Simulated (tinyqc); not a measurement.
Inside a calculation. Method: plane-wave Kohn-Sham cycle with exchange-only LDA in a layered model solid. One step of it, computed by the program tinyqc.

Question. Iteration 2: potential. V_H(G) = 4 pi rho(G)/G^2 for G != 0 (uniform background); v_x = -(3 rho/pi)^(1/3); V = V_ext + V_H + v_x; Fourier components f(G_m) = (1/N) sum_j f(x_j) exp(-i G_m x_j).

A solid whose potential varies along x alone (atomic units):
```
parameter                      value
period a                    5.100000
cross-section of the cell  38.000000
electrons per cell                 2
grid points                       16
plane waves -n..n, n               2
k points                           3
V1 in V1 cos(2 pi x/a)     -0.250000
```

density after iteration 1 (e/bohr^3): 0.01678308  0.01606544  0.01417329  0.01173560  0.00941216  0.00761898  0.00646444  0.00585966  0.00567649  0.00585966  0.00646444  0.00761898  0.00941216  0.01173560  0.01417329  0.01606544

Give: Potentials on the grid; V(G_m), m = 0, 1, 2, ....

Answer.

Potentials on the grid (hartree):
```
x         V_ext      V_H      v_x        V
0.0000  -0.2500   0.0475  -0.2521  -0.4546
0.3187  -0.2310   0.0434  -0.2485  -0.4360
0.6375  -0.1768   0.0322  -0.2383  -0.3829
0.9563  -0.0957   0.0161  -0.2238  -0.3034
1.2750        0  -0.0019  -0.2079  -0.2098
1.5938   0.0957  -0.0187  -0.1938  -0.1168
1.9125   0.1768  -0.0322  -0.1834  -0.0388
2.2313   0.2310  -0.0408  -0.1775   0.0127
2.5500   0.2500  -0.0437  -0.1757   0.0306
2.8687   0.2310  -0.0408  -0.1775   0.0127
3.1875   0.1768  -0.0322  -0.1834  -0.0388
3.5063   0.0957  -0.0187  -0.1938  -0.1168
3.8250        0  -0.0019  -0.2079  -0.2098
4.1437  -0.0957   0.0161  -0.2238  -0.3034
4.4625  -0.1768   0.0322  -0.2383  -0.3829
4.7812  -0.2310   0.0434  -0.2485  -0.4360
```

V(G_m), m = 0, 1, 2, ... (hartree): -0.2109  -0.1215  -0.0006  0.0002  0.0000
